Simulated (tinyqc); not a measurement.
Tunnelling through a gate dielectric with the two-band (Franz) dispersion, WKB transmission and Tsu-Esaki current: two steps of the calculation.

Electrons leave the emitter at x = 0. Energies E (motion across the layers) are in eV from the emitter Fermi level; the collector Fermi level lies at -V and offers states at every E. No charge in the dielectric and no image force: F1 = V/t1, U = phi1 - F1 x. With C = hbar^2/(2 m0), kappa = sqrt(m u (1 - u/Egx)/C), u = U - E where U > E and 0 elsewhere; T(E) = exp(-S), S = 2 times the integral of kappa over x.

Values chosen for this exercise; dielectric values close to those of silicon dioxide:
- T = 77 K (temperature)
- Ef = 0.18 eV (Fermi energy of the emitter above its band bottom)
- me = 0.58 m0 (emitter mass in the supply function)
- phi1 = 3.06 eV (barrier of layer 1 above the emitter Fermi level at zero bias)
- m1 = 0.51 m0 (tunnelling mass of layer 1)
- t1 = 1.5 nm (thickness of layer 1)
- Egx = 9.5 eV (gap parameter of the two-band dispersion, set freely)
- V = 0.7 V (voltage across the dielectric)
- E = -0.05 eV (energy of the electron followed)
- nc = 5 (cells in each layer)
- Ea = -0.18 eV (lower end of the energy grid)
- Eb = 0.06 eV (upper end of the energy grid)
- nE = 9 (points of the energy grid)

Constants: q = 1.602176634e-19 C, kB = 1.380649e-23 J/K, hbar = 1.054571817e-34 J s, m0 = 9.1093837015e-31 kg, Vt = kB T/q, hbar^2/(2 m0) = 0.0380998212 eV nm^2. Results are converted to the units shown.

Problem 1. WKB exponent by the midpoint rule. Cut each layer into nc equal cells, take U and kappa at the cell centres, and sum S = 2 sum kappa h.

Give: x; U; kappa; S; T(E).

Solution 1.

| cell | x (nm) | U (eV) | kappa (1/nm) |
|---|---|---|---|
| 0 | 0.1500 | 2.9900 | 5.2604 |
| 1 | 0.4500 | 2.8500 | 5.1932 |
| 2 | 0.7500 | 2.7100 | 5.1197 |
| 3 | 1.0500 | 2.5700 | 5.0397 |
| 4 | 1.3500 | 2.4300 | 4.9529 |

S = 15.339
T(E) = 2.1784e-7

Problem 2. Current density on a coarse energy grid. Each layer adds (2/F) sqrt(m/C) [G(u at its left edge) - G(u at its right edge)] to S, with u = U - E (0 where negative) and G(u) = Egx^1.5 (th - sin(4 th)/4)/4, th = arcsin sqrt(u/Egx). The slope follows from 1/d = -dS/dE.

J = J0 times the integral of T(E) N(E) dE, N = ln[(1 + exp(-E/Vt))/(1 + exp((-E - V)/Vt))], J0 = q^2 me m0 kB T/(2 pi^2 hbar^3) (times 1e-4 for A/cm^2 per eV), by Simpson's rule on nE equally spaced points from Ea to Eb.

Wanted: E; T(E); N; T(E) N; J0; J.

Solution 2.

| point | E (eV) | T(E) | N | T(E) N |
|---|---|---|---|---|
| 0 | -0.18000 | 1.7742e-7 | 27.127 | 4.8130e-6 |
| 1 | -0.15000 | 1.8579e-7 | 22.606 | 4.2000e-6 |
| 2 | -0.12000 | 1.9472e-7 | 18.085 | 3.5215e-6 |
| 3 | -0.09000 | 2.0426e-7 | 13.564 | 2.7706e-6 |
| 4 | -0.06000 | 2.1446e-7 | 9.0426 | 1.9393e-6 |
| 5 | -0.03000 | 2.2538e-7 | 4.5321 | 1.0214e-6 |
| 6 | 0.00000 | 2.3707e-7 | 0.69315 | 1.6432e-7 |
| 7 | 0.03000 | 2.4959e-7 | 0.010817 | 2.6998e-9 |
| 8 | 0.06000 | 2.6302e-7 | 1.1827e-4 | 3.1107e-11 |

J0 = 6.2281e7 A/(cm^2 eV)
J = 29.921 A/cm^2

The integrand peaks at E = -0.180 eV among these points.

Numbers from tinyqc (`OMP_NUM_THREADS=1 python tinyqc.py 2540096 2540097 out.jsonl`; about 0.02 s on one thread of a shared Intel Xeon 2.30GHz).
